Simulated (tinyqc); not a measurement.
Where the wafer is too thin: surface photovoltage measurement of the minority-carrier diffusion length in a wafer. Computed by tinyqc, a small Python program. Command: `OMP_NUM_THREADS=1 python tinyqc.py 3130495 3130496 out.jsonl spv walk`. One thread of a shared host (Intel(R) Xeon(R) Processor @ 2.30GHz), about 0.01 s of CPU time with the checks.

Low injection, steady light, a depletion layer much thinner than 1/alpha and L. The excess density dn is taken at the front edge of the neutral region; light that reaches the back is lost.

Inputs (values chosen for the exercise, modelled on p-type silicon at room temperature):
```
quantity                            value        unit
wafer thickness W                     725  micrometre
diffusivity D                        33.6      cm^2/s
front recombination velocity S_f      230        cm/s
back recombination velocity S_b    890000        cm/s
photon flux entering              8.3e+13  1/(cm^2 s)
```

Method:
- alpha = (84.732/lambda - 76.417)^2 per cm with lambda in micrometre (an empirical fit for silicon between 0.7 and 1.05 micrometre).
- Thick wafer: dn = Phi L/((S_f + D/L)(L + 1/alpha)). Finite wafer, with s = S_b L/D, w = W/L, a = alpha L: dn = [Phi a/(a^2 - 1)] [a - B - exp(-alpha W)(a - s)/(cosh w + s sinh w)]/(S_f + B D/L), B = (sinh w + s cosh w)/(cosh w + s sinh w).
- Readings y = (Phi/dn) (1 + noise x g) at 780, 830, 880, 920, 950, 975 and 995 nm; a least-squares line y = c (1/alpha + L_app) gives L_app = intercept/slope.
- No noise; L is varied at fixed W, and the last two columns set S_b to 0 and to 1e7 cm/s.

Apparent length (micrometre):
```
L          W/L  given S_b  S_b = 0  S_b = 1e7
36.2    20.028      36.20       36      36.20
72.5    10.000      72.50       73      72.50
145.0    5.000     144.88      145     144.88
218.0    3.326     215.83      220     215.82
362.0    2.003     334.48      390     334.43
580.0    1.250     444.86      746     444.72
942.0    0.770     522.35     1634     522.12
1520.0   0.477     561.23     3724     560.94
2900.0   0.250     581.27    10444     580.94
```

What follows from these numbers?

With a fast back surface L_app levels off, at 581 micrometre in the last row; with a passive one it reaches up to 3.60 times L among these rows and is 10400 in the last. All three columns are within 5 % of L down to W/L = 3.3.

Extremes, crossings and ranges named in words are read from the listed rows.
